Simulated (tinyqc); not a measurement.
Worked calculation: Hubbard ring of 5 sites. One step of it, computed by the program tinyqc.

Problem. Mean-field iteration 1. H(up) = T + U n(down), H(down) = T + U n(up); fill the lowest levels; n(new) = n + mixing (n(out) - n); E = tr T (rho up + rho down) + U sum n_up n_down of the output.

one-body matrix (hopping and site energies) (eV), order 1, 2, 3, 4, 5:
```
[[0.000000, -0.560000, 0.000000, 0.000000, -0.560000],
 [-0.560000, 0.000000, -0.560000, 0.000000, 0.000000],
 [0.000000, -0.560000, 0.000000, -0.560000, 0.000000],
 [0.000000, 0.000000, -0.560000, 0.000000, -0.560000],
 [-0.560000, 0.000000, 0.000000, -0.560000, 0.000000]]
```

U = 10.600000 eV

electrons, up and down: [3, 3]

mixing = 0.500000

n(up) at the start (a guess, not normalised): [0.900000, 0.300000, 0.900000, 0.300000, 0.900000]

n(down) at the start (a guess): [0.300000, 0.900000, 0.300000, 0.900000, 0.300000]

Give: levels, up; levels, down; energy; n(up) after iteration 1; n(down) after iteration 1.

Solution.

levels, up (eV): [2.5673, 3.0918, 3.6864, 9.5936, 9.6809]

levels, down (eV): [3.0309, 3.1350, 9.0244, 9.6447, 10.1450]

energy = 9.8328 eV

n(up) after iteration 1: [0.9462, 0.1574, 0.9427, 0.1574, 0.9462]

n(down) after iteration 1: [0.3986, 0.9442, 0.1645, 0.9442, 0.3986]
